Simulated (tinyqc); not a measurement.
# Changing the pipe length l

Model: gas flow in a process chamber: flow regimes, conductance, effective pumping speed, pump-down, outgassing and purge. Computed by tinyqc, a small Python program. Command: `OMP_NUM_THREADS=1 python tinyqc.py 3121022 3121023 out.jsonl pump sweep`. One thread of a shared host (Intel(R) Xeon(R) Processor @ 2.30GHz), about 0.01 s of CPU time with the checks.

Ideal gas, isothermal flow, a pump of constant speed at the end of a round pipe; process gas, volume gas and outgassing are given the same properties. 1 sccm = 101325 Pa x 1e-6 m^3/60 s x T/273.15 K.

Inputs (values chosen for the exercise, modelled on nitrogen near room temperature): molar mass M = 28.01 g/mol; molecular diameter = 0.37 nm; viscosity eta = 17.8 micropascal s; temperature T = 300 K; chamber volume V = 59 L; pipe diameter d = 16 cm; pump speed S = 1300 L/s; process gas flow = 7.1 sccm.

Constants: k_B = 1.380649e-23 J/K; u = 1.6605390666e-27 kg.

Method:
- Mean speed c = sqrt(8 k_B T/(pi m)); aperture conductance C_a = c pi d^2/16; molecular pipe C_m = C_a/(1 + 3 l/(4 d)) (Dushman form); viscous pipe C_v = pi d^4 p_mean/(128 eta l); Knudsen interpolation C = C_v + C_m (1 + x)/(1 + 1.24 x), x = d p_mean sqrt(m/(k_B T))/eta.
- Effective speed 1/S_eff = 1/S + 1/C_m; time constant V/S_eff; pressure at which the free path k_B T/(sqrt2 pi d_m^2 p) equals d.
- Steady flow: the pump inlet is at p_2 = Q/S, and the chamber pressure p_1 solves Q = C((p_1 + p_2)/2) (p_1 - p_2). Residence time = p_1 V/Q.
- Knudsen number = free path at the mean pressure over d.

One run for each value:
```
pipe length l (cm)  C_m (L/s)  S_eff in molecular flow (L/s)  chamber pressure p_1 (Pa)
2                      2188.5                         815.55                    0.01515
4.3                    1992.1                         786.65                    0.01628
9.5                    1656.1                         728.31                    0.01797
21                     1206.3                         625.69                    0.02122
45                      769.8                         483.50                    0.02778
97                      431.5                         323.99                    0.04189
210                     220.7                         188.70                    0.07208
460                     106.1                          98.09                    0.13512
1000                     50.0                          48.15                    0.25443
```

Over the rows, C_m (L/s) falls from 2190 to 50.0 (exponent d ln y / d ln x -0.12 between the first rows and -0.97 between the last); S_eff in molecular flow (L/s) falls from 816 to 48.1 (exponent d ln y / d ln x -0.047 between the first rows and -0.92 between the last); chamber pressure p_1 (Pa) rises from 0.0151 to 0.254 (exponent d ln y / d ln x 0.094 between the first rows and 0.81 between the last).
